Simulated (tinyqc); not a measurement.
Inside a calculation. Model: deep trap from a strong local potential in a two-band host (Koster-Slater model with semi-elliptic bands). Computed by tinyqc, a small Python program that keeps every step. Command: `OMP_NUM_THREADS=1 python tinyqc.py 3017222 3017223 out.jsonl deeptrap walk`. One thread of a shared host (Intel(R) Xeon(R) Processor @ 2.30GHz), about 0.03 s of CPU time with the checks. Intermediate numbers are printed to about 7 digits and carried at full precision; extremes and crossings named in words are read from the listed rows.

The valence band spans -2 W_v to 0 and the conduction band E_g to E_g + 2 W_c. The orbital at the impurity site has weight f_v in the valence band and 1 - f_v in the conduction band, each spread as a semi-ellipse (2/(pi W^2)) sqrt(W^2 - x^2) about the band centre. The impurity adds U to this orbital. Spin is left out.

Inputs (values chosen for the exercise, with a gap close to that of beta-Ga2O3):
```
quantity                                value  unit
gap E_g                                  4.81    eV
half-width of the valence band W_v        2.4    eV
half-width of the conduction band W_c     3.4    eV
valence weight f_v of the site orbital   0.59     -
impurity potential U                     34.1    eV
levels per band n                           3     -
trial energy E                           2.78    eV
```

Impurity: repulsive, acceptor-like.

## Green function at the trial energy

In the gap G(E) = f_v (2/W_v^2)[x - sqrt(x^2 - W_v^2)] - (1 - f_v)(2/W_c^2)[y - sqrt(y^2 - W_c^2)], x = E + W_v, y = E_g + W_c - E. The potential that would put a level at E is U = 1/G(E).

valence part = 0.1207721 1/eV

conduction part = -0.08485292 1/eV

G(E) = 0.03591918 1/eV

potential needed = 27.84028 eV

## Thresholds and the vacancy level

G falls across the gap from G(0) to G(E_g). A repulsive U binds if U > 1/G(0), an attractive one if U < 1/G(E_g); the vacancy level (U infinite) solves G(E) = 0 (bisection).

G(0) = 0.4393804 1/eV

G(E_g) = -0.1569439 1/eV

repulsive threshold = 2.275932 eV

attractive threshold = -6.371704 eV

vacancy level = 3.531751 eV

## The trap level

The trap level solves G(E) = 1/U (bisection). With D = -dG/dE = D_v + D_c, D_v = f_v (2/W_v^2)[x/sqrt(x^2 - W_v^2) - 1] and D_c = (1 - f_v)(2/W_c^2)[y/sqrt(y^2 - W_c^2) - 1], the weight on the impurity orbital is 1/(U^2 D) and the conduction-band character is D_c/D.

trap level E_t = 2.922362 eV

weight on the impurity orbital = 0.01855581

conduction-band character = 0.4679233

depth below the conduction band = 1.887638 eV

The level comes up from the valence band and has covered 83 % of the way to the vacancy level, which it can never pass; 98 % of the state lies on host orbitals.

## The same problem as a small matrix

Each band is replaced by n levels e_k = centre + W cos(k pi/(n + 1)) with weights w_k = f (2/(n + 1)) sin^2(k pi/(n + 1)), k = 1..n (valence first); H_kl = e_k delta_kl + U sqrt(w_k w_l).

host levels e_k (eV): -0.70294  -2.40000  -4.09706  10.61416  8.21000  5.80584

weights w_k: 0.1475  0.2950  0.1475  0.1025  0.2050  0.1025

H (eV):
```
         1        2        3         4         5        6
1  4.32681  7.11314  5.02975   4.19288   5.92963  4.19288
2  7.11314  7.65950  7.11314   5.92963   8.38576  5.92963
3  5.02975  7.11314  0.93269   4.19288   5.92963  4.19288
4  4.19288  5.92963  4.19288  14.10941   4.94303  3.49525
5  5.92963  8.38576  5.92963   4.94303  15.20050  4.94303
6  4.19288  5.92963  4.19288   3.49525   4.94303  9.30109
```

## Levels of the small matrix

Diagonalise H (2n rows). The trap level, between the highest valence and the lowest conduction e_k, is number n + 1 from below for an attractive impurity and number n for a repulsive one.

levels (eV): -3.67117  -1.30006  2.92578  6.65501  9.97247  36.94796

trap level of the matrix = 2.925783 eV

It misses the Green-function level by +0.0034 eV. The lone level at 36.95 eV is the split-off partner, which holds a large part of the impurity orbital.

## Chemical trend: level against potential

U is 1.05, 1.2, 1.5, 2, 3, 5, 10 and 30 times the threshold, rounded to three digits; the largest values are formal and only show the vacancy limit.

Trend:
```
U (eV)  E_t (eV)  weight on the impurity  conduction character  E_t - vacancy level (eV)
2.39    0.002277               0.0388285             0.0015528                 -3.529474
2.73    0.030939               0.1230591             0.0064732                 -3.500811
3.41    0.148189               0.2087048             0.0177106                 -3.383562
4.55    0.415801               0.2480420             0.0405450                 -3.115949
6.83    0.961325               0.2207199             0.0966151                 -2.570425
11.40   1.754555               0.1312525             0.2134243                 -1.777195
22.80   2.609460               0.0410509             0.3912014                 -0.922291
68.30   3.235499               0.0044847             0.5489736                 -0.296251
```

dE_t/dU equals the weight on the impurity, which peaks at 0.248 (U = 4.55 eV) and falls to 0.0045 in the last row, so beyond the peak each further eV of potential moves the level less. The level nears the vacancy level, 3.532 eV, as 1/U: it is 0.922 eV away at 10 times the threshold and 0.296 eV at 30 times, and the state is then host-like.

## Opening the gap, as alloying or pressure does

The conduction band is shifted rigidly; widths, weights and U stay.

Against the gap:
```
E_g (eV)  E_t (eV)  depth below E_c (eV)  conduction character
2.40      1.712644              0.687356             0.5453534
3.13      2.099175              1.030825             0.5152689
3.85      2.461705              1.388295             0.4925732
4.33      2.694984              1.635016             0.4796537
4.81      2.922362              1.887638             0.4679233
5.53      3.253412              2.276588             0.4519322
6.25      3.573477              2.676523             0.4373324
7.70      4.187968              3.512032             0.4107682
```

As the conduction band moves up by 5.300 eV the level follows by 2.475 eV, a mean slope of 0.47; the local slope is the conduction character. A shallow donor would follow with slope 1 and a shallow acceptor with slope 0.

Checks made by the program: closed form against a 4000-point quadrature of the densities of states (relative difference below 1e-10); 200 levels per band against the Green function (relative difference below 1e-10).
